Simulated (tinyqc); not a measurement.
Strain-driven crossing of the Gamma and L valleys in a germanium-like crystal: one step. Electrons in the Gamma valley. Five cases, with inputs chosen for the exercise.

Question. Non-degenerate, parabolic: share = mG^(3/2)/(mG^(3/2) + (mL^(3/2)/4) sum_i exp(-(E_Li - E_Gamma)/kT)). Also the offset at which four equal L valleys hold half of the electrons, kT ln((mL/mG)^(3/2)), and the wavelength hc/E of the direct gap.

Constants: kB = 8.617333262e-05 eV/K; hc = 1239.841984 eV nm.

Case 1.

Values chosen (out of a larger set: near those of Ge, gaps at low temperature; not measured data): mG = 0.0411 m0 (mass at Gamma); mL = 0.57 m0 (density-of-states mass of the four L valleys together); T = 300 K (temperature).

Gamma edge = 0.802246 eV

L edges (eV): [111] 0.655043, [1-1-1] 0.774093, [-11-1] 0.774093, [-1-11] 0.655043

direct and indirect gap (eV): 0.747632  0.600430

Case 2.

Values chosen (out of a larger set: near those of Ge, gaps at low temperature; not measured data): mG = 0.0404 m0 (mass at Gamma); mL = 0.575 m0 (density-of-states mass of the four L valleys together); T = 200 K (temperature).

Gamma edge = 0.629731 eV

L edges (eV): [111] 0.409528, [1-1-1] 0.804596, [-11-1] 0.804596, [-1-11] 0.804596

direct and indirect gap (eV): 0.474847  0.254644

Case 3.

Values chosen (out of a larger set: near those of Ge, gaps at low temperature; not measured data): mG = 0.0386 m0 (mass at Gamma); mL = 0.548 m0 (density-of-states mass of the four L valleys together); T = 300 K (temperature).

Gamma edge = 0.781704 eV

L edges (eV): [111] 0.707368, [1-1-1] 0.707368, [-11-1] 0.707368, [-1-11] 0.707368

direct and indirect gap (eV): 0.698521  0.624185

Case 4.

Values chosen (out of a larger set: near those of Ge, gaps at low temperature; not measured data): mG = 0.0418 m0 (mass at Gamma); mL = 0.549 m0 (density-of-states mass of the four L valleys together); T = 300 K (temperature).

Gamma edge = 0.812809 eV

L edges (eV): [111] 0.720979, [1-1-1] 0.720979, [-11-1] 0.720979, [-1-11] 0.720979

direct and indirect gap (eV): 0.710873  0.619043

Case 5.

Values chosen (out of a larger set: near those of Ge, gaps at low temperature; not measured data): mG = 0.0408 m0 (mass at Gamma); mL = 0.562 m0 (density-of-states mass of the four L valleys together); T = 77 K (temperature).

Gamma edge = 0.750778 eV

L edges (eV): [111] 0.716109, [1-1-1] 0.716109, [-11-1] 0.716109, [-1-11] 0.716109

direct and indirect gap (eV): 0.640724  0.606055

Give: (mL/mG)^(3/2); share in Gamma; offset for an even split; wavelength.

Answer.

Case 1.

(mL/mG)^(3/2) = 51.65
share in Gamma = 0.0129 %
offset for an even split = 102.0 meV
wavelength = 1658 nm

With the L valleys as they lie here, Gamma must be 84 meV below the lowest of them to hold half of the electrons at 300 K; it lies 147 meV above. A direct gap alone is not enough.

Case 2.

(mL/mG)^(3/2) = 53.69
share in Gamma = 2.10e-05 %
offset for an even split = 68.7 meV
wavelength = 2611 nm

With the L valleys as they lie here, Gamma must be 45 meV below the lowest of them to hold half of the electrons at 200 K; it lies 220 meV above. A direct gap alone is not enough.

Case 3.

(mL/mG)^(3/2) = 53.49
share in Gamma = 0.105 %
offset for an even split = 102.9 meV
wavelength = 1775 nm

With the L valleys as they lie here, Gamma must be 103 meV below the lowest of them to hold half of the electrons at 300 K; it lies 74 meV above. A direct gap alone is not enough.

Case 4.

(mL/mG)^(3/2) = 47.60
share in Gamma = 0.0602 %
offset for an even split = 99.9 meV
wavelength = 1744 nm

With the L valleys as they lie here, Gamma must be 100 meV below the lowest of them to hold half of the electrons at 300 K; it lies 92 meV above. A direct gap alone is not enough.

Case 5.

(mL/mG)^(3/2) = 51.12
share in Gamma = 0.0105 %
offset for an even split = 26.1 meV
wavelength = 1935 nm

With the L valleys as they lie here, Gamma must be 26 meV below the lowest of them to hold half of the electrons at 77 K; it lies 35 meV above. A direct gap alone is not enough.

Computed by tinyqc, one run a case: `OMP_NUM_THREADS=1 python tinyqc.py N N+1 out.jsonl` with N = 1050546, 1050560, 1050619, 1050743, 1050747; one thread of a shared Intel(R) Xeon(R) Processor @ 2.30GHz, about 0.02 s a run at most.
